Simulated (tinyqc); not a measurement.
From results back to parameters: ellipsoidal valleys in the axes of a wafer and a channel. Four cases, with inputs chosen for the exercise.

Problem. A valley whose axis makes az^2 = 0.111111 with the surface normal has 1/mz = az^2/ml + (1 - az^2)/mt and mz md^2 = ml mt^2. Its confinement and density-of-states masses are given, and ml > mt.

Case 1.

mz, md (m0): 0.0949942  0.3488433

Case 2.

mz, md (m0): 0.0927894  0.3493653

Case 3.

mz, md (m0): 0.0883254  0.3348673

Case 4.

mz, md (m0): 0.0938734  0.3438527

Find: ml mt^2; mt; ml.

Solution. Put ml = (mz md^2)/mt^2 into the first relation and solve for mt below (mz md^2)^(1/3), the value at which ml = mt; a scan of that range finds one root.

Case 1.

ml mt^2 = 0.011560
mt = 0.085 m0
ml = 1.600 m0

Case 2.

ml mt^2 = 0.011326
mt = 0.083 m0
ml = 1.644 m0

Case 3.

ml mt^2 = 0.009904
mt = 0.079 m0
ml = 1.587 m0

Case 4.

ml mt^2 = 0.011099
mt = 0.084 m0
ml = 1.573 m0

Computed by tinyqc, one run a case: `OMP_NUM_THREADS=1 python tinyqc.py N N+1 out.jsonl` with N = 1880791, 1881117, 1881159, 1881237; one thread of a shared Intel(R) Xeon(R) Processor @ 2.30GHz, about 0.01 s a run at most.
